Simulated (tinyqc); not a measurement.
Koster-Slater impurity in a tight-binding band, by Green functions and by supercells: one step, computed by the program tinyqc. Command: `OMP_NUM_THREADS=1 python tinyqc.py 3025558 3025559 out.jsonl kosterslater walk`. One thread of a shared host (Intel(R) Xeon(R) Processor @ 2.30GHz), about 0.03 s of CPU time with the checks.

One orbital per site, e(k) = -2 t sum cos(k_i) over 2 direction(s), band from -4 t to 4 t, lattice constant 1. One site has the extra energy U. Spin is left out.

Question. The level in the supercell. In a periodic cell of N sites along each direction with Bloch vector K, the level solves 1/U = N^-d sum_k 1/(E - e(k)), k_i = (2 pi m_i + K_i)/N, m_i = 0..N-1; the outermost root on the side of U is taken (bisection). d is the number of directions. Gamma means K_i = 0, the zone corner K_i = pi, the quarter point K_i = pi/2. The error is measured against the isolated level E_b.

Inputs (values chosen for the exercise, for a model band): hopping t = 0.67 eV; impurity potential U = -4.01 eV; supercell edge N = 2 sites.

Lattice: square.

level E_b = -4.468829 eV

Give: level at Gamma; level at the corner; level at the quarter point; error at Gamma; width between Gamma and the corner.

Answer.

level at Gamma = -4.877 eV

level at the corner = -4.01 eV

level at the quarter point = -4.453 eV

error at Gamma = -0.4084 eV

width between Gamma and the corner = 0.8672 eV

Images turn the level into a band 0.867 eV wide; the quarter point misses the isolated level by 0.015 eV, far less than Gamma, because the leading hopping between images averages out there.
